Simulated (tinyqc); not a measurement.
## Trap and transport parameters from the curve

Inverse problem. A layer shows an ohmic current q n0 mu V/L, then a square law (9/8) th eps0 eps_r mu V^2/L^3 above Vx = 8 q n0 L^2/(9 th eps0 eps_r), and trap filling at V_TFL = q Nt L^2/(2 eps0 eps_r). th = y/(1 + y), y = (Nc/Nt) exp(-Et/kB T). The square-law current at V is given. Find th, n0, Nt and Et.

Inputs (values chosen for the exercise): temperature T = 250 K; relative permittivity eps_r = 12.5; mobility mu = 20 cm^2/(V s); thickness L = 3900 nm; band density of states Nc = 5.5e19 cm^-3; voltage V = 4.1 V.

Constants: q = 1.602176634e-19 C, kB = 1.380649e-23 J/K, Vt = kB T/q, eps0 = 8.8541878128e-14 F/cm where lengths are in cm. Results are converted to the units shown.

Mott-Gurney J = 5.1925069e-6 A/cm^2
Vx = 0.45218415 V
V_TFL = 108.98985 V

Solution. The square law gives th, Vx gives n0, V_TFL gives Nt, and th with Nt gives Et.

th = 7.36e-7
n0 = 1.70e7 cm^-3
Nt = 9.90e15 cm^-3
Et = 0.490 eV

Numbers from tinyqc (`OMP_NUM_THREADS=1 python tinyqc.py 2370090 2370091 out.jsonl`; about 0.01 s on one thread of a shared Intel Xeon 2.30GHz).
